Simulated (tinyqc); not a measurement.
# MOSFET with velocity saturation and source resistance: several studies

Strong inversion, charge Q = Cox (Vg - m V) at channel potential V with Vg the gate overdrive, and drift velocity v = mu E/(1 + mu E/vsat). Integrating along the channel gives I = mu Cox (1/L)(Vg Vd - m Vd^2/2)/(1 + Vd/Vc) per width, Vc = vsat L/mu, which peaks at Vdsat. Units: I in uA/um, Rs in ohm um, so the drop over Rs is 1e-6 I Rs volts.

Values chosen for this exercise: gate capacitance Cox = 1.92 uF/cm^2; mobility at low gate voltage mu0 = 300 cm^2/(V s); mobility degradation th = 0.4 1/V; saturation velocity vsat = 1.2e7 cm/s; body factor m = 1.32; threshold VT = 0.48 V; channel length L = 0.18 um; source resistance Rs = 300 ohm um; gate voltage Vgs = 2.5 V.

Each table varies one quantity; the others keep the values above.

## Effect of the gate voltage

Vg = Vgs - I Rs - VT (0 if negative), mu = mu0/(1 + th Vg), Vc = vsat L/mu, x = sqrt(1 + 2 Vg/(m Vc)), Vdsat = 2 Vg/(m (1 + x)), Isat = Cox vsat Vg (x - 1)/(x + 1) per width. I = Isat is solved self-consistently; gm = dI/dVgs; Vdsat is the intrinsic value. The velocity at the source is I/(Cox Vg).

Results:

| Vgs (V) | Vc (V) | Vdsat (V) | Isat (uA/um) | gm (uS/um) | velocity at the source/vsat |
|---|---|---|---|---|---|
| 0.63 | 0.7614 | 0.1021 | 20.81 | 245.8 | 0.06282 |
| 0.89 | 0.8283 | 0.2479 | 112.8 | 435.2 | 0.1302 |
| 1.42 | 0.9570 | 0.4953 | 389.8 | 584.3 | 0.2056 |
| 1.69 | 1.021 | 0.6092 | 552.9 | 621.2 | 0.2298 |
| 1.95 | 1.081 | 0.7145 | 717.8 | 646.2 | 0.2483 |
| 2.22 | 1.144 | 0.8205 | 895.0 | 665.3 | 0.2640 |
| 2.48 | 1.204 | 0.9202 | 1070 | 679.3 | 0.2766 |

Estimate the missing row, Vgs = 1.16 V.

Computed row:

| Vgs (V) | Vc (V) | Vdsat (V) | Isat (uA/um) | gm (uS/um) | velocity at the source/vsat |
|---|---|---|---|---|---|
| 1.16 | 0.8947 | 0.3792 | 244.4 | 530.3 | 0.1749 |

With this row back in the table: As Vgs goes from 0.63 to 2.48 V, Isat rises from 20.8 to 1070 uA/um, Vdsat rises from 0.102 to 0.920 V and gm rises from 246 to 679 uS/um; the velocity at the source goes from 0.063 to 0.28 of vsat. Against the overdrive Vgs - VT the current goes with exponent 1.68 at the start and 1.28 at the end (2 for the square law). With vsat made a thousand times larger the last exponent would be 1.42, which is what th and Rs alone leave. At Vgs = 2.48 V the channel charge passes 3 uC/cm^2, near what a silicon dioxide gate withstands.

## Effect of the saturation velocity

Same model as above.

Effect of the saturation velocity:

| vsat (cm/s) | Vc (V) | Vdsat (V) | Isat (uA/um) | gm (uS/um) | velocity at the source/vsat |
|---|---|---|---|---|---|
| 4e6 | 0.4150 | 0.7333 | 656.7 | 385.2 | 0.4691 |
| 5.6e6 | 0.5758 | 0.7983 | 785.5 | 470.5 | 0.4094 |
| 7.8e6 | 0.7947 | 0.8584 | 916.5 | 560.6 | 0.3507 |
| 1.1e7 | 1.110 | 0.9147 | 1051 | 656.2 | 0.2918 |
| 1.5e7 | 1.501 | 0.9592 | 1165 | 740.7 | 0.2421 |
| 2.1e7 | 2.085 | 1.000 | 1277 | 826.3 | 0.1935 |
| 3e7 | 2.957 | 1.036 | 1379 | 906.7 | 0.1490 |

As vsat goes from 4e6 to 3e7 cm/s, Isat rises from 657 to 1380 uA/um, Vdsat rises from 0.733 to 1.04 V and gm rises from 385 to 907 uS/um; the velocity at the source goes from 0.47 to 0.15 of vsat. Isat goes as vsat^(0.53) between the first two rows and as vsat^(0.22) between the last two. In every row the channel charge passes 3 uC/cm^2, near what a silicon dioxide gate withstands.

## Effect of the source resistance

Same model as above.

Result of one run:

| Rs (ohm um) | Vc (V) | Vdsat (V) | Isat (uA/um) | gm (uS/um) | velocity at the source/vsat |
|---|---|---|---|---|---|
| 300 | 1.2081 | 0.92780 | 1083.5 | 680.28 | 0.27744 |

What becomes of these results when the source resistance Rs is changed from 300 to 50 ohm um, all else the same?

Result of the changed run:

| Rs (ohm um) | Vc (V) | Vdsat (V) | Isat (uA/um) | gm (uS/um) | velocity at the source/vsat |
|---|---|---|---|---|---|
| 50 | 1.2829 | 1.0506 | 1308.2 | 839.09 | 0.29050 |

The whole series:

| Rs (ohm um) | Vc (V) | Vdsat (V) | Isat (uA/um) | gm (uS/um) | velocity at the source/vsat |
|---|---|---|---|---|---|
| 0 | 1.3018 | 1.0813 | 1365.7 | 880.35 | 0.29344 |
| 50 | 1.2829 | 1.0506 | 1308.2 | 839.09 | 0.29050 |
| 100 | 1.2656 | 1.0223 | 1255.7 | 801.57 | 0.28769 |
| 200 | 1.2348 | 0.97174 | 1162.9 | 735.89 | 0.28238 |
| 300 | 1.2081 | 0.92780 | 1083.5 | 680.28 | 0.27744 |
| 500 | 1.1643 | 0.85489 | 954.51 | 591.22 | 0.26854 |
| 800 | 1.1147 | 0.77141 | 811.76 | 494.57 | 0.25706 |

As Rs goes from 0 to 800 ohm um, Isat falls from 1370 to 812 uA/um, Vdsat falls from 1.08 to 0.771 V and gm falls from 880 to 495 uS/um; the velocity at the source goes from 0.29 to 0.26 of vsat. For Rs = 0 to 300 ohm um the channel charge passes 3 uC/cm^2, near what a silicon dioxide gate withstands.

Program tinyqc, `OMP_NUM_THREADS=1 python tinyqc.py 2500049 2500050 out.jsonl`; Intel Xeon 2.30GHz, shared host, one thread, about 0.01 s.
